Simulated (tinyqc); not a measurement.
Worked calculation: sheet resistance and Hall data of a diffused or implanted layer. Computed by tinyqc, a small Python program that keeps every step. Command: `OMP_NUM_THREADS=1 python tinyqc.py 3023205 3023206 out.jsonl layer walk`. One thread of a shared host (Intel(R) Xeon(R) Processor @ 2.30GHz), about 0.03 s of CPU time with the checks. Intermediate numbers are printed to about 5 digits and carried at full precision; extremes and crossings named in words are read from the listed rows.

Carriers are taken equal to the net active doping down to the junction (full ionisation, which deep dopants in wide-gap hosts do not reach; no spill-over, no depletion), and the Hall factor is 1.

Inputs (values chosen for the exercise, modelled on phosphorus in silicon):

| quantity | value | unit |
|---|---|---|
| mu_min | 70.9 | cm^2/(V s) |
| mu_max | 1460 | cm^2/(V s) |
| N_ref | 9.5e+16 | 1/cm^3 |
| exponent alpha | 0.7 | - |
| peak concentration N_0 | 1.2e+21 | 1/cm^3 |
| length scale l | 150 | nm |
| background doping N_B (opposite type) | 9.4e+14 | 1/cm^3 |
| probe current I | 2 | mA |
| magnetic field B | 1 | T |
| projected range R_p | 370 | nm |
| solubility limit N_s | 3.3e+20 | 1/cm^3 |

Profile: buried Gaussian (implant). Activation: limited by solubility.

Constants: e = 1.602176634e-19 C.

## Dose and junction depth

N(x) = N_0 exp(-(x - R_p)^2/(2 l^2)) for x > 0, dose N_0 l sqrt(pi/2) erfc(-R_p/(l sqrt 2)), junction x_j = R_p + l sqrt(2 ln(N_0/N_B)); the layer starts at x_0 = max(0, 2 R_p - x_j).

dose = 4.4812e+16 1/cm^2

junction depth x_j = 1165.4 nm

## Profile

Mobility mu = mu_min + (mu_max - mu_min)/(1 + (N_t/N_ref)^alpha), N_t = active doping + N_B; carriers n = active doping - N_B, active doping min(N, N_s). sigma = e n mu.

Depth, doping, carriers, mobility and conductivity at 2, 10, 20, 35, 50, 65, 80, 90 and 98 % of the layer:

| x (nm) | N (1/cm^3) | n (1/cm^3) | mu (cm^2/(V s)) | sigma (S/cm) |
|---|---|---|---|---|
| 23.3 | 8.3019e+19 | 8.3018e+19 | 82.9 | 1.1029e+03 |
| 116.5 | 2.8787e+20 | 2.8787e+20 | 76.0 | 3.5033e+03 |
| 233.1 | 7.9116e+20 | 3.3000e+20 | 75.5 | 3.9918e+03 |
| 407.9 | 1.1623e+21 | 3.3000e+20 | 75.5 | 3.9918e+03 |
| 582.7 | 4.3906e+20 | 3.3000e+20 | 75.5 | 3.9918e+03 |
| 757.5 | 4.2645e+19 | 4.2644e+19 | 90.0 | 6.1467e+02 |
| 932.3 | 1.0650e+18 | 1.0641e+18 | 286.8 | 4.8903e+01 |
| 1048.9 | 4.2788e+16 | 4.1848e+16 | 949.6 | 6.3666e+00 |
| 1142.1 | 2.1171e+15 | 1.1771e+15 | 1345.0 | 2.5366e-01 |

The mobility varies by a factor 17.8 across these points and the conductivity by 15700.

## Sheet values

Integrals from x_0 (0 unless stated) to x_j by the midpoint rule on 400 even intervals: 1/R_s = e int n mu dx; sheet density n_s = int n dx; Hall sheet density (int n mu dx)^2/int n mu^2 dx; Hall mobility int n mu^2 dx/int n mu dx. Mean conductivity 1/(R_s x_j); mean mobility 1/(e n_s R_s).

sheet resistance R_s = 3.9818 ohm

sheet density n_s = 2.0477e+16 1/cm^2

mean mobility = 76.551 cm^2/(V s)

Hall sheet density = 2.0276e+16 1/cm^2

Hall mobility = 77.310 cm^2/(V s)

mean conductivity 1/(R_s x_j) = 2155.0 S/cm

Carriers amount to 45.7 % of the dose, the rest being above the solubility limit or compensated. A Hall measurement weights the mobile tail and reports 99.0 % of n_s.

## What the probes read

Collinear four-point probe on a large thin layer: V = I R_s ln(2)/pi. Van der Pauw on a symmetric sample: R = R_s ln(2)/pi as well. Hall voltage V_H = I B/(e x Hall sheet density); tangent of the Hall angle V_H/(I R_s).

four-point voltage = 1.7570 mV

Hall voltage = 0.061566 mV

tangent of the Hall angle = 0.0077310

## Shortcuts against the integral

Shortcuts: R_s = 1/(e Q mu) with the dose Q and the mobility at the (active) peak concentration; 1/(e n_s mu) with mu at N_t = n_s/x_j + N_B; 1/(e Q mu_max).

Sheet resistances:

| method | R_s (ohm) | deviation (%) |
|---|---|---|
| integral | 3.9818 | 0.000 |
| dose, mobility at the peak | 1.8448 | -53.668 |
| n_s, mobility at the mean concentration | 3.9059 | -1.905 |
| dose, mu_max | 0.0954 | -97.604 |

The closest shortcut is «n_s, mobility at the mean concentration» (-1.9 %). Counting inactive dopants as carriers underestimates R_s.

## Stripping the layer step by step

After removing a depth d the integrals start at d. Differences between neighbouring rows give the local conductivity -d(1/R_s)/dx at the middle of the slice (the last slice uses one more step, not listed).

Differential sheet resistance:

| removed d (nm) | R_s (ohm) | slice conductivity (S/cm) | sigma at mid-slice (S/cm) |
|---|---|---|---|
| 0 | 3.98 | 1938.4 | 1799.2 |
| 120 | 4.39 | 3978.4 | 3991.8 |
| 240 | 5.55 | 3991.8 | 3991.8 |
| 360 | 7.56 | 3991.8 | 3991.8 |
| 480 | 11.86 | 3991.9 | 3991.8 |
| 600 | 27.44 | 2437.4 | 2307.4 |
| 720 | 139.11 | 498.4 | 440.3 |
| 840 | 828.22 | 86.1 | 76.4 |

R_s doubles after removing between 360 and 480 nm of a layer 1170 nm deep, so half the current flows above that depth. Where sigma exceeds a tenth of its largest listed value, the slice values agree with it within 14 %.

Checks made by the program: conductance integral against adaptive quadrature (relative difference 5e-07).
